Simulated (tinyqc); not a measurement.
Random telegraph noise from one oxide trap in a small MOSFET: one step of the calculation.

An acceptor-like trap exchanges electrons with the channel. Inversion charge Q = Cox u, u = n Vt W0(exp((Vg - VT)/(n Vt))), W0 the Lambert function, n = nf, Cox = eps0 eox/tox; linear regime Id = (W/L) mu Q Vd. Relative to threshold the surface potential rises by Vt ln(u/u0) and the oxide voltage by the rest of Vg - VT, with u0 = n Vt W0(1).

Question. Trap level, time constants and occupancy. N = Cox u/q; dpsi = Vt ln(u/u0); E = E0 - dpsi - (xt/tox)(Vg - VT - dpsi); capture time tc = 1/[(N/zi) vth s0 exp(-xt/lt - EB/Vt)]; emission time te = tc exp(-E/Vt); occupancy te/(tc + te).

Values chosen for this exercise; values of the order met in silicon transistors:
```
symbol,value,unit,meaning
T,250,K,temperature
eox,3.9,,relative permittivity of the gate insulator (close to silicon dioxide)
tox,2.2,nm,insulator thickness
xt,0.25,nm,depth of the trap from the channel interface
E0,0.13,eV,trap level above the channel Fermi level at threshold
s0,2e-16,cm^2,capture prefactor
EB,0.33,eV,capture barrier (lattice relaxation)
lt,0.11,nm,tunnelling decay length
vth,1.5e7,cm/s,thermal velocity
zi,1.7,nm,thickness of the inversion layer
VT,0.29,V,threshold voltage
nf,1.37,,body factor
Vg,0.81,V,gate voltage
```

Constants: q = 1.602176634e-19 C, kB = 1.380649e-23 J/K, Vt = kB T/q, eps0 = 8.8541878128e-14 F/cm where lengths are in cm. Results are converted to the units shown.

Give: u; N; dpsi; E; tc; te; occupancy.

Answer.

u = 0.4402 V
N = 4.313e12 cm^-2
dpsi = 0.07044 V
E = 0.008476 eV
tc = 5.729e-4 s
te = 3.866e-4 s
occupancy = 0.4029

The trap lies 0.39 Vt above the Fermi level, so it is empty most of the time.

Range of the model: VT is taken as given; short-channel effects and the uneven flow of current among few electrons are left out.

Numbers from tinyqc (`OMP_NUM_THREADS=1 python tinyqc.py 2710045 2710046 out.jsonl`; about 0.01 s on one thread of a shared Intel Xeon 2.30GHz).
